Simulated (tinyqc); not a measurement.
Worked calculation: band edges of strained Si(1-x)Ge(x) on relaxed Si(1-y)Ge(y). Values are carried at full precision from step to step, so a last printed digit may differ when a step is redone from the rounded ones.

Values are linear in the Ge fraction but for ED(x) = linear - CD x (1 - x) and a(x) = linear - Ca x (1 - x). Energies are on the common scale of Ev.

Values chosen for the exercise (end members near Si and Ge, in this order; the results hold for these values, not for the real material):
- a = (5.431, 5.652) angstrom (lattice constant)
- Dso = (0.044, 0.294) eV (spin-orbit splitting)
- av = (2.42, 1.24) eV (valence hydrostatic potential)
- b = (-2.1, -2.54) eV (tetragonal shear potential)
- d = (-4.78, -5.35) eV (trigonal shear potential)
- C11 = (165.7, 127.4) GPa
- C12 = (64.5, 47.7) GPa
- C44 = (78.9, 66.1) GPa
- Ev = (0, 0.69) eV (top of the unstrained valence band)
- ED = (1.156, 0.913) eV (gap to the Delta valleys)
- EL = (2.021, 0.747) eV (gap to the L valleys)
- aD = (1.71, 1.22) eV (hydrostatic potential of the Delta gap)
- aL = (-3.21, -2.74) eV (hydrostatic potential of the L gap)
- XuD = (9.41, 9.14) eV (uniaxial potential, Delta)
- XuL = (16.31, 14.94) eV (uniaxial potential, L)
- CD = 0.233 eV (bowing of the Delta gap)
- Ca = 0 angstrom (bowing of the lattice constant)
- x = 0.17 (Ge fraction of the layer)
- y = 0 (Ge fraction of the relaxed buffer)
- face = 001 (growth face)

## Values of the layer and the buffer

Interpolate at x and at y.

Interpolated values (a in angstrom, C11, C12, C44 in GPa, all else in eV):
```
symbol     layer    buffer
a         5.4686    5.4310
Dso       0.0865    0.0440
av        2.2194    2.4200
b        -2.1748   -2.1000
d        -4.8769   -4.7800
C11     159.1890  165.7000
C12      61.6440   64.5000
C44      76.7240   78.9000
Ev        0.1173    0.0000
ED        1.0818    1.1560
EL        1.8044    2.0210
aD        1.6267    1.7100
aL       -3.1301   -3.2100
XuD       9.3641    9.4100
XuL      16.0771   16.3100
```

## Strain of the layer on a (001) buffer

Coherent growth on a (001) face: e_par = (a(y) - a(x))/a(x), e_perp = -2 (C12/C11) e_par; exx = eyy = e_par, ezz = e_perp, no shear.

Use the elastic constants of the layer.

e_par = -0.006870
e_perp = 0.005321

strain tensor in the cubic axes:
```
           x          y         z
x  -0.006870   0.000000  0.000000
y   0.000000  -0.006870  0.000000
z   0.000000   0.000000  0.005321
```

The layer is under compression in the plane; its volume changes by -0.842 %.

## Conduction valleys of the layer

A valley with unit axis u lies at Ev + gap + (av + a_valley) tr(e) + Xu (u.e.u - tr(e)/3); the Delta axes are x, y, z and the L axes [111], [1-1-1], [-11-1], [-1-11]. The second-order shift of the Delta valleys under shear is left out; it lowers the pair normal to the sheared plane by tens of meV at a shear of 1 %.

Give the hydrostatic shifts, the uniaxial shifts and the edges.

hydrostatic shifts of Delta and L (eV): -0.0324  0.0077

uniaxial shifts (eV): Delta x -0.0381, Delta y -0.0381, Delta z 0.0761, L [111] 0.0000, L [1-1-1] 0.0000, L [-11-1] 0.0000, L [-1-11] 0.0000

valley edges (eV): Delta x 1.1287, Delta y 1.1287, Delta z 1.2428, L [111] 1.9294, L [1-1-1] 1.9294, L [-11-1] 1.9294, L [-1-11] 1.9294

The lowest set is Delta4 (the digit counts whole valleys) at 1.1287 eV; the Delta valleys spread over 114 meV and the L valleys over 0 meV.

## Valence edges of the layer

Valence edges: Ev plus the levels of the 6 x 6 matrix of X, Y, Z times spin with -Dso/3 + l exx + m (eyy + ezz) on the diagonal (cyclic), n exy off it, l = av + 2 b, m = av - b, n = sqrt(3) d. Spin-orbit term (Dso/3) L.sigma on X, Y, Z with (L_k)_ij = -i epsilon_kij: <X+|H|Y+> = -i Dso/3, <X+|H|Z-> = Dso/3, <Y+|H|Z-> = -i Dso/3, <Z+|H|X-> = -Dso/3, <Z+|H|Y-> = i Dso/3, <X-|H|Y-> = i Dso/3, and their conjugates; + and - are the spin along z.

Give the strain block and the three twofold edges.

strain block (eV), lower triangle:
```
        X       Y        Z
X  0.0078
Y       0  0.0078
Z       0       0  -0.0717
```

edges from the top (eV): 0.1251  0.0901  -0.0059

The top two edges are split by 35 meV.

## Gap and offsets against the buffer

Buffer: Ev(y) and Ec = Ev(y) + min(ED, EL). dEc = Ec(buffer) - Ec(layer), dEv = Ev(layer) - Ev(buffer); positive values confine the carrier in the layer; type I if both have one sign.

gap of the strained layer = 1.0036 eV
gap of the buffer = 1.1560 eV
dEc = 0.0273 eV
dEv = 0.1251 eV

Type I: electrons collect in the layer (27 meV) and holes in the layer (125 meV). The relaxed layer would have a gap of 1.082 eV, so strain has moved it by -78 meV. An offset this small is within the spread of published parameter sets, so the type is not settled by this model.

## Checks

- Mean of the three Delta edges against the hydrostatic shift alone (eV): both 1.16673.

(tinyqc, `OMP_NUM_THREADS=1 python tinyqc.py 1081435 1081436 out.jsonl`, Intel(R) Xeon(R) Processor @ 2.30GHz, 1 thread, shared host, about 0.03 s.)
